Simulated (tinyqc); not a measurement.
# Worked calculation: a square-lattice strip 2 sites wide in a magnetic flux, recursive Green functions

Numbers from tinyqc (`OMP_NUM_THREADS=1 python tinyqc.py 2660104 2660105 out.jsonl`; about 0.02 s on one thread of a shared Intel Xeon 2.30GHz). Printed values are rounded.

The device has N = 3 slices of 2 site(s), nearest-neighbour hopping -t, and site energies U; the leads are semi-infinite continuations with site energy 0 and no flux. The hopping from slice i to i + 1 inside the device carries the phase exp(2 pi i f j) on row j = 1, 2, ...: V = <i+1|H|i> = -t diag(exp(2 pi i f j)).

Parameters, values chosen for the exercise: hopping (matrix element -t) t = 1 eV; site energies, slice by slice (2 a slice) U = [0, 0.1, -0.17, 0.07, 0.22, 0.22] eV; energy E = -1.87 eV; magnetic flux through each plaquette inside the device f = 0.28 h/q.

## Self-energy of the leads

Transverse modes n = 1..2: chi_n(j) = sqrt(2/3) sin(pi n j/3), energy e_n = -2 t cos(pi n/3). Sigma = t^2 sum_n chi_n chi_n^T g(E - e_n), g(x) = (x - i sqrt(4 t^2 - x^2))/(2 t^2) for |x| < 2 t and (x - sign(x) sqrt(x^2 - 4 t^2))/(2 t^2) otherwise; Gamma = i (Sigma - Sigma^dagger); both leads give the same.

Sigma (eV):

|  | 1 | 2 |
|---|---|---|
| 1 | -0.4204067-0.4502152i | -0.0145933-0.4502152i |
| 2 | -0.0145933-0.4502152i | -0.4204067-0.4502152i |

Gamma (eV):

|  | 1 | 2 |
|---|---|---|
| 1 | 0.9004305 | 0.9004305 |
| 2 | 0.9004305 | 0.9004305 |

open modes = 1

## Hopping between slices

V = -t diag(exp(2 pi i f j)), j = 1, 2, ...

V (eV):

|  | 1 | 2 |
|---|---|---|
| 1 | 0.1873813-0.9822873i | 0.0000000+0.0000000i |
| 2 | 0.0000000+0.0000000i | 0.9297765+0.3681246i |

## Slice 1

Forward pass: g_1 = (E - H_1 - Sigma)^(-1), g_i = (E - H_i - V g_(i-1) V^dagger)^(-1), with Sigma also subtracted on the last slice; G_(i,1) = g_i V G_(i-1,1), starting from g_1. H_i is the block of slice i: its site energies on the diagonal and -t between neighbouring rows.

g_1 (1/eV):

|  | 1 | 2 |
|---|---|---|
| 1 | -0.4397473-0.4481186i | -0.0326105-0.4306425i |
| 2 | -0.0326105-0.4306425i | -0.4213260-0.4138480i |

## Slice 2

As before.

g_2 (1/eV):

|  | 1 | 2 |
|---|---|---|
| 1 | -0.9244861-0.6207528i | -0.7162959-0.7057275i |
| 2 | -0.2903326-0.2828380i | -0.8231741-0.4666538i |

G_(2,1) (1/eV):

|  | 1 | 2 |
|---|---|---|
| 1 | 0.3162523+0.2076066i | 0.1569758+0.8670312i |
| 2 | -0.0478427+0.3264259i | 0.0559464+0.6916345i |

## Slice 3

As before.

g_3 (1/eV):

|  | 1 | 2 |
|---|---|---|
| 1 | -0.0896332-0.4156636i | 0.2009929-0.5142115i |
| 2 | 0.3239763-0.0564207i | -0.1524463-0.4176335i |

G_(3,1) (1/eV):

|  | 1 | 2 |
|---|---|---|
| 1 | -0.0226313+0.0570858i | 0.2250057-0.1294122i |
| 2 | 0.2144324-0.0777099i | 0.5939693-0.0635966i |

## Transmission and its channels

T(E) = Tr[Gamma G_(N,1) Gamma G_(N,1)^dagger]. The non-zero eigenvalues T_n of the matrix under the trace are the channel transmissions; Fano factor sum T_n (1 - T_n)/sum T_n.

T(E) = 0.8653462
T_n: [0.8653462]
Fano factor = 0.1346538

With 1 open mode(s) in the leads T(E) cannot exceed 1. Inverting the whole matrix gives the same value.
